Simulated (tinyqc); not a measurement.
Self-consistent Fermi level with native defects, at growth and after a quench. Inputs raised by 2 %, one at a time. Computed by tinyqc, a small Python program. Command: `OMP_NUM_THREADS=1 python tinyqc.py 3020678 3020679 out.jsonl scfermi sens`. One thread of a shared host (Intel(R) Xeon(R) Processor @ 2.30GHz), about 0.1 s of CPU time with the checks.

Energies are counted from the top of the valence band (VBM); when the gap shrinks with temperature the conduction band moves and the levels stay. The added dopant is taken as fully ionised. D and A draw on one reservoir with opposite signs, as the two vacancies of a compound do.

Inputs (values chosen for the exercise, with bands modelled on CdTe):
```
quantity                                value   unit
gap E_g at 300 K                         1.55     eV
slope -dE_g/dT above 300 K            0.00022   eV/K
electron mass m_e                      0.0951    m_0
valleys M_c                                 1      -
hole mass m_h                           0.643    m_0
E_f of the neutral native donor D       2.024     eV
E_f of the neutral native acceptor A    1.169     eV
shift s of the chemical potential       0.011     eV
site density N_s                      1.8e+22  cm^-3
dopant density N_X                    8.3e+19  cm^-3
growth temperature T_g                   1180      K
temperature of use T                      200      K
```

Added shallow dopant: donor.

levels of D above the VBM, most positive state first (eV): 0.807  1.31

levels of A above the VBM, (0/-1) first (eV): 0.801  0.869

Constants: m_0 = 9.1093837015e-31 kg; k_B = 1.380649e-23 J/K; h = 6.62607015e-34 J s; k_B = 8.617333262e-05 eV/K.

Method:
- E_f(D, 0) = input + s and E_f(A, 0) = input - s; E_f(q, E_F = 0) follows from the levels, eps(q/q-1) = E_f(q - 1) - E_f(q) at E_F = 0.
- E_g(T) = E_g - slope x max(0, T - 300 K).
- N_c = 2 M_c (2 pi m_e k_B T/h^2)^(3/2) and N_v = 2 (2 pi m_h k_B T/h^2)^(3/2), masses in units of m_0.
- At growth T = T_g.
- n = N_c F_1/2((E_F - E_g)/k_B T), p = N_v F_1/2(-E_F/k_B T).
- F_1/2(eta) = (2/sqrt(pi)) int_0^infinity sqrt(x)/(1 + exp(x - eta)) dx, by the trapezoid rule in t = sqrt(x) with step 0.02 up to t = 12 (for eta < -12 by exp(eta) - exp(2 eta)/2^(3/2)).
- In equilibrium c_q = N_s exp(-(E_f(q, 0) + q E_F)/k_B T).
- Net charge = p - n + sum q c_q + N_X; the log ratio is ln(positive charge/negative charge).
- E_F is the root of the log ratio, by 50 bisections between -0.5 eV and E_g + 0.5 eV.
- After a quench the totals of D and A stay as grown, and each is shared among its charge states with weights exp(-(E_f(q, 0) + q E_F)/k_B T).

Runs:
```
input moved                                   from         to  E_F at growth (eV)  total D (cm^-3)  total A (cm^-3)  n after the quench (cm^-3)
base run                                         -          -              1.1025       3.3393e+14       4.3453e+19                      28.151
E_f of the neutral native donor D (eV)       2.024    2.06448              1.1025       2.2427e+14       4.3453e+19                      28.151
E_f of the neutral native acceptor A (eV)    1.169    1.19238              1.1144       2.9951e+14       4.3172e+19                      33.084
dopant density N_X (cm^-3)                 8.3e+19  8.466e+19              1.1035       3.3077e+14       4.4301e+19                      28.467
gap E_g at 300 K (eV)                         1.55      1.581              1.1026       3.3371e+14       4.3513e+19                       4.513
site density N_s (cm^-3)                   1.8e+22  1.836e+22              1.1015       3.4386e+14       4.3478e+19                      27.771
temperature of use T (K)                       200        204              1.1025       3.3393e+14       4.3453e+19                      62.953
electron mass m_e (m_0)                     0.0951   0.097002              1.1025       3.3396e+14       4.3446e+19                      29.110
```

Exponents ln(y'/y) / ln(x'/x):
```
input                                 E_F at growth  total D  total A  n after the quench
E_f of the neutral native donor D             0.000  -20.103    0.000               0.000
E_f of the neutral native acceptor A          0.543   -5.493   -0.327               8.153
dopant density N_X                            0.047   -0.481    0.976               0.563
gap E_g at 300 K                              0.003   -0.035    0.070             -92.442
site density N_s                             -0.047    1.479    0.030              -0.687
temperature of use T                          0.000    0.000    0.000              40.641
electron mass m_e                             0.000    0.004   -0.008               1.692
```

Among the inputs moved here: E_F at growth answers most in size to E_f of the neutral native acceptor A (exponent +0.543), next to dopant density N_X (+0.047); its exponent is below 0.0005 for E_f of the neutral native donor D, temperature of use T, electron mass m_e. Total D answers most in size to E_f of the neutral native donor D (exponent -20.103), next to E_f of the neutral native acceptor A (-5.493); its exponent is below 0.0005 for temperature of use T. total A answers most in size to dopant density N_X (exponent +0.976), next to E_f of the neutral native acceptor A (-0.327); its exponent is below 0.0005 for E_f of the neutral native donor D, temperature of use T. Its exponent +0.976 in dopant density N_X: native acceptors form in proportion to the added donors. n after the quench answers most in size to gap E_g at 300 K (exponent -92.442), next to temperature of use T (+40.641); its exponent is below 0.0005 for E_f of the neutral native donor D.

Caution (all rows): above about 2e19 cm^-3 defects interact, pair and form bands, which the dilute model leaves out.
